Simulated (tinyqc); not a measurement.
What each parameter does: Wannier functions of a composite (isolated) pair of valence bands (bonds of an sp chain).

Each atom has a hybrid pointing left (<) and right (>). H(k): diagonal +V3 on A, -V3 on B; <A<|A>> = -V1a, <B<|B>> = -V1b, <A>|B<> = -V2, <B>|A<> = -V2p exp(ik); k in 1/a, Bloch sums with exp(ikR). The two lowest bands are filled. Trial functions in cell 0: g1 = cos(c) A> + sin(c) B<, and g2 = sin(c) B> + cos(c) A< of cell 1, whose Bloch vector has cos(c) exp(-ik) on A<. Projection A_mn = <psi_m|g_n>, S = A^+ A, Loewdin U = A S^(-1/2), Bloch-like states w_n = sum_m psi_m U_mn, H_W(k) = U^+ diag(E) U. P = sum_m |psi_m><psi_m| is free of phase choices, and S = g^+ P g, w = P g S^(-1/2).

Values chosen for the exercise:
```
symbol  value  unit     meaning
V2      4.05   eV       coupling in the bond A-B inside the cell
V2p     4.65   eV       coupling in the bond to the next cell
V1a     1.61   eV       coupling of the two hybrids on A
V1b     1.69   eV       the same on B
V3      1.68   eV       A at +V3, B at -V3
c       65     degrees  trial bonds cos(c) on A, sin(c) on B
xb      0.54   a        position of B (A at 0)
```

N = 12: centres, total spread (point-like hybrids at R and R + xb) and H_12(0).

Results for these values:
```
case,centre 1 (a),centre 2 (a),total spread (a^2),H_12(0) (eV)
base,0.3691,0.6959,0.1186,-1.1238
```

What happens to each result for xb = 0.59 a, all else kept?

Answer: centre 1 rises from 0.3691 to 0.4029; centre 2 rises from 0.6959 to 0.7287; total spread rises from 0.1186 to 0.1210; H_12(0) does not change at the printed digits.

The same for each parameter in turn:
```
case,centre 1 (a),centre 2 (a),total spread (a^2),H_12(0) (eV)
base,0.3691,0.6959,0.1186,-1.1238
V2 = 4.45 eV,0.3612,0.6952,0.1193,-1.1140
V2p = 5.05 eV,0.3697,0.7012,0.1186,-1.1141
V1a = 1.81 eV,0.3677,0.6972,0.1199,-1.1181
V1b = 1.89 eV,0.3694,0.6956,0.1199,-1.2556
V3 = 2.08 eV,0.3887,0.6805,0.1108,-1.1855
xb = 0.59 a,0.4029,0.7287,0.1210,-1.1238
```

Computed by tinyqc, a small Python program: `OMP_NUM_THREADS=1 python tinyqc.py 1450393 1450394 out.jsonl` (the numbers bound the seed that draws the inputs); one thread of a shared host (Intel(R) Xeon(R) Processor @ 2.30GHz), about 0.2 s for the whole set of steps.
